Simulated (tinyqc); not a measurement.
## Schottky diode by thermionic emission with image-force lowering and series resistance: current against voltage

Metal on an n-type semiconductor with one parabolic valley; V > 0 is forward bias (metal positive). I = I0 [exp(Vj/(n Vt)) - 1] with Vj = V - I Rs; I0 = S A* T^2 exp(-(phi - dphi)/Vt), the lowering dphi taken at zero bias.

A* = 4 pi q me m0 kB^2/h^3 (times 1e-4 for A/(cm^2 K^2)); Nc = 2 (2 pi me m0 kB T/h^2)^1.5 (times 1e-6 for cm^-3); xi = Vt ln(Nc/Nd), Vbi = phi - xi; surface field Em = sqrt(2 q Nd (Vbi - V - Vt)/(eps0 eps_r)); dphi = sqrt(q Em/(4 pi eps0 eps_r)). The apparent ideality is (dV/d ln I)/Vt.

Inputs (values chosen for the exercise); band and dielectric values close to those of silicon:

| symbol | value | unit | meaning |
|---|---|---|---|
| T | 350 | K | temperature |
| me | 0.261 | m0 | electron mass |
| eps_r | 11.7 |  | relative permittivity |
| phi | 0.64 | eV | barrier height seen from the metal |
| Nd | 1.1e15 | cm^-3 | donor density |
| S | 7.9e-5 | cm^2 | area |
| n | 1.13 |  | ideality factor |
| Rs | 52 | ohm | series resistance |

Constants: q = 1.602176634e-19 C, kB = 1.380649e-23 J/K, h = 6.62607015e-34 J s, m0 = 9.1093837015e-31 kg, Vt = kB T/q, eps0 = 8.8541878128e-14 F/cm where lengths are in cm. Results are converted to the units shown.

Result of one run:

| I (A) | Vj (V) | apparent ideality |
|---|---|---|
| 0.001893 | 0.3015 | 4.394 |

Which applied bias V gave this result: 0.05, 0.22, 0.4, 0.57 or 0.75 V?

V = 0.4 V.

The whole series:

| V (V) | I (A) | Vj (V) | apparent ideality |
|---|---|---|---|
| 0.05 | 9.064e-7 | 0.04995 | 0.8706 |
| 0.14 | 1.588e-5 | 0.1392 | 1.138 |
| 0.22 | 1.396e-4 | 0.2127 | 1.368 |
| 0.31 | 7.604e-4 | 0.2705 | 2.441 |
| 0.4 | 0.001893 | 0.3015 | 4.394 |
| 0.48 | 0.003107 | 0.3184 | 6.487 |
| 0.57 | 0.004583 | 0.3317 | 9.032 |
| 0.66 | 0.006124 | 0.3415 | 11.69 |
| 0.75 | 0.007704 | 0.3494 | 14.41 |
| 0.83 | 0.009131 | 0.3552 | 16.87 |

I rises from 9.06e-7 to 0.00913 A, and the apparent ideality rises from 0.871 to 16.9, against n = 1.13. It starts below n because the -1 in the diode law still counts there. From V = 0.31 V on, I Rs exceeds n Vt and the resistance bends the curve. In 6 of the 10 rows Vj is within 3 Vt of Vbi or past it, where the depletion layer is gone and the emission formula overstates the current.

Range of the model: One isotropic valley is assumed; bands with several valleys have a larger Richardson constant and Nc.

tinyqc, about 0.01 s, one thread, Intel Xeon 2.30GHz (shared host): `OMP_NUM_THREADS=1 python tinyqc.py 2640129 2640130 out.jsonl`
